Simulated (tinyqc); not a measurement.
Phase shift across the band: Koster-Slater impurity in a tight-binding band, by Green functions and by supercells. Computed by tinyqc, a small Python program. Command: `OMP_NUM_THREADS=1 python tinyqc.py 3009227 3009228 out.jsonl kosterslater walk`. One thread of a shared host (Intel(R) Xeon(R) Processor @ 2.30GHz), about 0.02 s of CPU time with the checks.

One orbital per site, e(k) = -2 t sum cos(k_i) over 2 direction(s), band from -4 t to 4 t, lattice constant 1. One site has the extra energy U. Spin is left out.

Inputs (values chosen for the exercise, for a model band): hopping t = 1.7 eV; impurity potential U = -7.26 eV; broadening eta = 0.17 eV.

Lattice: square.

Method:
- Outside the band G0(E) = (2/(pi E)) K(m), m = 16 t^2/E^2, K the complete elliptic integral with parameter m.
- A bound state solves 1/U = G0(E).
- Bisection in ln(distance from the edge) between 1e-5 t and |U| + t. Weight on the impurity site: -1/(U^2 dG0/dE), by a central difference with step min(1e-4 t, distance/30). Decay length along an axis: 1/arccosh(1 + distance/(2 t)).
- Inside the band G0(z), z = E + i eta, comes from the chain form 1/(sqrt(y - 2t) sqrt(y + 2t)) (principal roots) at y = z + 2 t cos k, averaged over k in (0, pi) with 200 Gauss-Legendre points.
- delta/pi = -arg(1 - U G0)/pi counts the states added below E (Friedel); host DOS = -Im G0/pi, DOS on the impurity = -Im[G0/(1 - U G0)]/pi; 13 evenly spaced energies from -(band edge + |U| + 2t) to +(band edge + |U| + 2t).

distance from the band edge = 2.11928 eV

level E_b = -8.91928 eV

Across the spectrum:
```
E (eV)  Re G0 (1/eV)  host DOS (1/eV)  DOS on the impurity (1/eV)  delta/pi
-17.46      -0.05965          0.00020                     0.00063   0.00257
-14.55      -0.07301          0.00031                     0.00140   0.00476
-11.64      -0.09507          0.00055                     0.00573   0.01289
-8.73       -0.14250          0.00148                     0.63495   0.75308
-5.82       -0.19618          0.04841                     0.03460   0.61678
-2.91       -0.14955          0.06810                     0.02814   0.51756
0.00         0.00000          0.15122                     0.01173   0.41017
2.91         0.14955          0.06810                     0.01007   0.20374
5.82         0.19618          0.04841                     0.00682   0.13603
8.73         0.14250          0.00148                     0.00036   0.00530
11.64        0.09507          0.00055                     0.00019   0.00236
14.55        0.07301          0.00031                     0.00013   0.00146
17.46        0.05965          0.00020                     0.00010   0.00102
```

delta/pi starts and ends near zero (+0.003 and +0.001): the impurity moves states but creates none. delta/pi rises at the bound state below the band (-8.919 eV), reaches 0.75 among these rows (1 in the limit of small eta, just above the level) and is paid back by the top of the band.

Extremes, crossings and ranges named in words are read from the listed rows.
